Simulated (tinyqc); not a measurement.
Elastic strain and critical thickness of a cubic alloy layer A(1-x)B(x) on a thick substrate: one step, computed by the program tinyqc. Command: `OMP_NUM_THREADS=1 python tinyqc.py 3029828 3029829 out.jsonl misfit walk`. One thread of a shared host (Intel(R) Xeon(R) Processor @ 2.30GHz), about 0.01 s of CPU time with the checks.

Strain is positive in tension. The layer is coherent with the substrate unless said otherwise.

Question. Isotropic constants and the prefactor A. Voigt averages: G = (C11 - C12 + 3 C44)/5, B = (C11 + 2 C12)/3, nu = (3 B - 2 G)/(2 (3 B + G)); b = a/sqrt(2). The 60-degree dislocation has cos alpha = 1/2, and cos lambda = 1/2 on (001). Matthews-Blakeslee: h_c = A [ln(h_c/b) + 1], A = b (1 - nu cos^2 alpha)/(8 pi |f| (1 + nu) cos lambda), the factor 8 pi being that of an uncapped layer.

Growth plane: (001). Layer: uncapped. Misfit dislocation: 60-degree.

elastic constants (GPa): C11 146.8250, C12 62.9912, C44 82.0688

free lattice constant a = 5.49229 angstrom

misfit f = -0.009338545

Give: shear modulus G; Poisson ratio nu; Burgers vector b; prefactor A.

Answer.

shear modulus G = 66.00804 GPa

Poisson ratio nu = 0.2078

Burgers vector b = 0.3884 nm

prefactor A = 2.598 nm
